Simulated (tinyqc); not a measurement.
Inside a calculation. Method: plane-wave Kohn-Sham cycle with exchange-only LDA in a layered model solid. Computed by tinyqc, a small Python program that keeps every step. Settings: points = 16, plane-wave index or count = 2, electrons = 2, k points = 3, area = 11.0, mixing = 0.5, iteration cap = 62. Command: `OMP_NUM_THREADS=1 python tinyqc.py 29521 29522 out.jsonl` (the two numbers bound the seeds that draw the settings). One thread of a shared host (Intel(R) Xeon(R) Processor @ 2.60GHz), about 0.02 s of CPU time with the checks. Later iterations appear only in the table of the cycle.

## Iteration 1: potential

A solid whose potential varies along x alone (atomic units):
```
parameter                      value
period a                   15.900000
cross-section of the cell  11.000000
electrons per cell                 2
grid points                       16
plane waves -n..n, n               2
k points                           3
V1 in V1 cos(2 pi x/a)     -0.680000
V2 in V2 cos(4 pi x/a)      0.050000
```

density at the start, on the grid x_j = j a/N (e/bohr^3): 0.011435  0.011435  0.011435  0.011435  0.011435  0.011435  0.011435  0.011435  0.011435  0.011435  0.011435  0.011435  0.011435  0.011435  0.011435  0.011435

V_H(G) = 4 pi rho(G)/G^2 for G != 0 (uniform background); v_x = -(3 rho/pi)^(1/3); V = V_ext + V_H + v_x; Fourier components f(G_m) = (1/N) sum_j f(x_j) exp(-i G_m x_j).

Potentials on the grid (hartree):
```
x          V_ext     V_H      v_x        V
0.0000   -0.6300  0.0000  -0.2219  -0.8519
0.9938   -0.5929  0.0000  -0.2219  -0.8147
1.9875   -0.4808  0.0000  -0.2219  -0.7027
2.9813   -0.2956  0.0000  -0.2219  -0.5174
3.9750   -0.0500  0.0000  -0.2219  -0.2719
4.9688    0.2249  0.0000  -0.2219   0.0030
5.9625    0.4808  0.0000  -0.2219   0.2590
6.9562    0.6636  0.0000  -0.2219   0.4417
7.9500    0.7300  0.0000  -0.2219   0.5081
8.9437    0.6636  0.0000  -0.2219   0.4417
9.9375    0.4808  0.0000  -0.2219   0.2590
10.9313   0.2249  0.0000  -0.2219   0.0030
11.9250  -0.0500  0.0000  -0.2219  -0.2719
12.9187  -0.2956  0.0000  -0.2219  -0.5174
13.9125  -0.4808  0.0000  -0.2219  -0.7027
14.9062  -0.5929  0.0000  -0.2219  -0.8147
```

V(G_m), m = 0, 1, 2, ... (hartree): -0.2219  -0.3400  0.0250  0.0000  0.0000

## Iteration 1: Hamiltonian at one k

k = 0.0000 2 pi / a

H(m,m') = (k + G_m)^2/2 delta + V(G_m - G_m'), with V(-G) = V(G).

H (hartree), lower triangle:
```
         -2       -1       +0       +1      +2
-2   0.0905
-1  -0.3400  -0.1438
+0   0.0250  -0.3400  -0.2219
+1   0.0000   0.0250  -0.3400  -0.1438
+2   0.0000   0.0000   0.0250  -0.3400  0.0905
```

## Iteration 1: levels at that k

Diagonalise the Hermitian matrix.

eigenvalues (hartree): -0.7096  -0.4030  -0.0519  0.3247  0.5113

## Iteration 1: new density

Motion across x is left out: the lowest 1 band(s) hold two electrons at each of the k points (j + 1/2)/nk - 1/2. Residual R = rho(out) - rho(in); rho(new) = rho(in) + 0.5 R. rho(out) = 2/(a A nk) sum |psi|^2 with psi = sum c exp(i G x). Harris energy E = band energy - dV sum rho (V_H/2 + v_x) + (3/4) dV sum rho v_x with rho(in), dV = a A/N, band energy = (2/nk) sum of the filled levels.

rho(out) (e/bohr^3): 0.046695  0.038626  0.021284  0.007066  0.001073  0.000039  0.000015  0.000010  0.000043  0.000010  0.000015  0.000039  0.001073  0.007066  0.021284  0.038626

density after iteration 1 (e/bohr^3): 0.029065  0.025030  0.016359  0.009250  0.006254  0.005737  0.005725  0.005722  0.005739  0.005722  0.005725  0.005737  0.006254  0.009250  0.016359  0.025030

energy per cell = -1.305646 hartree

## Iteration 2: potential

As before.

Potentials on the grid (hartree):
```
x          V_ext      V_H      v_x        V
0.0000   -0.6300   0.9045  -0.3028  -0.0283
0.9938   -0.5929   0.7995  -0.2881  -0.0815
1.9875   -0.4808   0.5307  -0.2500  -0.2001
2.9813   -0.2956   0.1990  -0.2067  -0.3033
3.9750   -0.0500  -0.1102  -0.1814  -0.3416
4.9688    0.2249  -0.3575  -0.1763  -0.3090
5.9625    0.4808  -0.5346  -0.1762  -0.2300
6.9562    0.6636  -0.6409  -0.1761  -0.1534
7.9500    0.7300  -0.6762  -0.1763  -0.1226
8.9437    0.6636  -0.6409  -0.1761  -0.1534
9.9375    0.4808  -0.5346  -0.1762  -0.2300
10.9313   0.2249  -0.3575  -0.1763  -0.3090
11.9250  -0.0500  -0.1102  -0.1814  -0.3416
12.9187  -0.2956   0.1990  -0.2067  -0.3033
13.9125  -0.4808   0.5307  -0.2500  -0.2001
14.9062  -0.5929   0.7995  -0.2881  -0.0815
```

V(G_m), m = 0, 1, 2, ... (hartree): -0.2118  0.0171  0.0666  0.0060  0.0016

## Iteration 2: Hamiltonian at one k

k = 0.0000 2 pi / a

As before.

H (hartree), lower triangle:
```
        -2       -1       +0       +1      +2
-2  0.1005
-1  0.0171  -0.1337
+0  0.0666   0.0171  -0.2118
+1  0.0060   0.0666   0.0171  -0.1337
+2  0.0016   0.0060   0.0666   0.0171  0.1005
```

## Iteration 2: levels at that k

As before.

eigenvalues (hartree): -0.2396  -0.2007  -0.0695  0.0993  0.1324

## Iteration 2: new density

As before.

rho(out) (e/bohr^3): 0.001774  0.003245  0.008212  0.015536  0.020332  0.018833  0.013126  0.008126  0.006366  0.008126  0.013126  0.018833  0.020332  0.015536  0.008212  0.003245

density after iteration 2 (e/bohr^3): 0.015419  0.014138  0.012286  0.012393  0.013293  0.012285  0.009426  0.006924  0.006053  0.006924  0.009426  0.012285  0.013293  0.012393  0.012286  0.014138

energy per cell = -0.702518 hartree

## Convergence

Stop when sqrt(dV sum R^2) is below 1e-8, dV = a A/N.

Course of the cycle:
```
iteration  E (hartree)  norm of the residual
1            -1.305646              2.11e-01
2            -0.702518              1.74e-01
3            -0.947106              1.79e-01
4            -0.846428              2.13e-01
5            -1.277215              2.00e-01
6            -0.713330              1.80e-01
7            -0.936630              1.76e-01
8            -0.849849              2.13e-01
9            -1.279260              2.00e-01
10           -0.712916              1.80e-01
11           -0.934038              1.76e-01
...                ...                   ...
52           -1.296583              2.38e-01
53           -1.296464              2.38e-01
54           -1.296010              2.38e-01
55           -1.296577              2.38e-01
56           -1.296262              2.38e-01
57           -1.296232              2.38e-01
58           -1.296470              2.38e-01
59           -1.296233              2.38e-01
60           -1.296333              2.38e-01
61           -1.296380              2.38e-01
62           -1.296264              2.38e-01
```

Not converged within 62 iterations: the residual has stopped falling. Reruns (cap 100 unless said): mixing 0.1: not converged; mixing 0.5, Kerker q0 1.0: not converged; mixing 0.3, Pulay depth 5: converged in 23 (E = -0.58802); the original settings with a cap of 400: not converged.
